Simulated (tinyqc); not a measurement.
Monte Carlo simulation of one carrier in a uniform electric field: one step, computed by the program tinyqc. Command: `OMP_NUM_THREADS=1 python tinyqc.py 3012354 3012355 out.jsonl mcfl walk`. One thread of a shared host (Intel(R) Xeon(R) Processor @ 2.30GHz), about 1 s of CPU time with the checks.

The force e F acts along +z. Flights end at the constant total rate Gamma; the part of Gamma that the real rates do not fill is self-scattering, which leaves k unchanged. One valley, no impurities; equivalent final valleys enter only through Z_f in the optical rate.

Question. Scattering event 2. Kane band: hbar^2 k^2/(2 m) = E (1 + alpha E), speed v = hbar k/(m (1 + 2 alpha E)), states per spin, volume and energy g(E) = m k (1 + 2 alpha E)/(2 pi^2 hbar^2); overlap factors are set to 1. Masses are multiplied by m_0 and all formulas are in SI units. Phonon occupation N_q = 1/(exp(hbar w/(k_B T)) - 1). Acoustic deformation potential (elastic, equipartition, absorption and emission together): 1/tau = 2 pi k_B T D_A^2 g(E)/(hbar rho v_l^2). Optical or intervalley deformation potential: 1/tau = (pi Z_f D_o^2/(rho w)) [N_q g(E + hbar w) + (N_q + 1) g(E - hbar w)], with g = 0 below the band edge. Choice: with cumulative rates in the order acoustic, absorption, emission, the process is the first whose sum exceeds r2 Gamma; if none, self-scattering. Final state: E' = E, E + hbar w or E - hbar w gives k'. Isotropic processes: cos(theta) = 1 - 2 r3 from the z axis, phi = 2 pi r4, k' (sin theta cos phi, sin theta sin phi, cos theta). Use row 2 of the random numbers.

Inputs (values chosen for the exercise, modelled on holes in silicon):
```
quantity                                          value       unit
effective mass m                                  0.491        m_0
non-parabolicity alpha                             0.31       1/eV
density rho                                        2329     kg/m^3
sound velocity v_l                                 9070        m/s
acoustic deformation potential D_A                  5.7         eV
phonon energy hbar w                               62.2        meV
optical or intervalley deformation potential D_o      9  1e8 eV/cm
final valleys Z_f                                     1          -
lattice temperature T                               200          K
```

Crystal: non-polar. Band: Kane.

k at the end of the flight (1/nm): 0.0061000  -0.0850000  0.3242463

Random numbers (0.02 to 0.98, from up to 60 sets tried for early real events), one row a flight:
```
       r1      r2      r3      r4
1  0.3156  0.6505  0.5675  0.6501
2  0.4561  0.3509  0.4090  0.0222
3  0.6068  0.5696  0.2390  0.5706
4  0.2241  0.6014  0.3559  0.3327
5  0.0557  0.2881  0.9743  0.9478
6  0.2122  0.2967  0.3204  0.7923
7  0.5355  0.7667  0.6782  0.8653
```

Gamma = 52.14343 1e12/s

Constants: hbar = 1.054571817e-34 J s; m_0 = 9.1093837015e-31 kg; e = 1.602176634e-19 C; k_B = 1.380649e-23 J/K; hbar = 6.582119569e-16 eV s; k_B = 8.617333262e-05 eV/K.

Give: cumulative rates; r2 Gamma; process chosen; k after event 2, the start of the next flight.

Answer.

cumulative rates (1e12/s): acoustic 0.49182, absorption 0.66161, emission 0.66161

r2 Gamma = 18.297 1e12/s

Process chosen: self-scattering

k after event 2, the start of the next flight (1/nm): 0.00610  -0.08500  0.32425
